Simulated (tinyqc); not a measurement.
# From E(q) back to exchange J2

Model: Heisenberg magnet: exchange from energy differences, ordering vector, linear spin waves and ordering temperature. Computed by tinyqc, a small Python program. Command: `OMP_NUM_THREADS=1 python tinyqc.py 3028214 3028215 out.jsonl magnon inv`. One thread of a shared host (Intel(R) Xeon(R) Processor @ 2.30GHz), about 0.7 s of CPU time with the checks.

H = -sum over pairs <ij> J_ij S_i.S_j - K sum_i (S_i^z)^2, each pair once, J > 0 ferromagnetic. First neighbours: 12 at a (0.5, 0.5, 0), second: 6 at a (1, 0, 0), with all permutations and signs.

Inputs (values chosen for the exercise, for a model magnet): exchange J1 = 2.51 meV; spin S = 1; single-ion anisotropy K = 0.085 meV.

Lattice: fcc. Order: ferromagnetic.

wave vector q (2 pi/a): [0.068, 0.11, 0.38]

Constants: h x 1 THz = 4.135667696 meV.

Method. J(q) = J1 g1(q) + J2 g2(q), g_s(q) = sum over shell s of cos(q.R). g_s(q) = sum over shell s of cos(q.R), z1 = g1(0). E(q) = S [J(0) - J(q)] + (2S - 1) K, J(q) = J1 g1 + J2 g2. The factor 2S - 1 removes the anisotropy for S = 1/2.

Task: A run gave the result below. Find the exchange J2, known to lie between 0.38 and 0.9 meV.

E(q) = 15.77368 meV

Result:

Each step takes the trial c = (a f_b - b f_a)/(f_b - f_a), f being the result less the target and a, b, c the logarithms of the listed values; c replaces end b, the old b replaces a if the sign of f changed, and otherwise f_a is halved.

Scan of the range:
```
exchange J2 (meV)  E(q) (meV)
0.380                 15.4406
0.439                 15.6823
0.507                 15.9609
0.585                 16.2804
0.675                 16.6491
0.780                 17.0793
0.900                 17.5709
```

False position (Illinois rule, in the logarithm of the input) inside the bracket:
```
step     end a     end b     trial  E(q) (meV)
1     0.439000  0.507000  0.460231     15.7693
2     0.507000  0.460231  0.461251     15.7735
3     0.507000  0.461251  0.461346     15.7739
4     0.461251  0.461346  0.461301     15.7737
```

E(q) rises at every point of a 13-point scan of the range (every second point is shown), so one value fits; it is bracketed by 0.439 and 0.507. The scan shows a straight line, so linear interpolation between any two rows gives the answer at once. Answer: exchange J2 = 0.4613 meV.
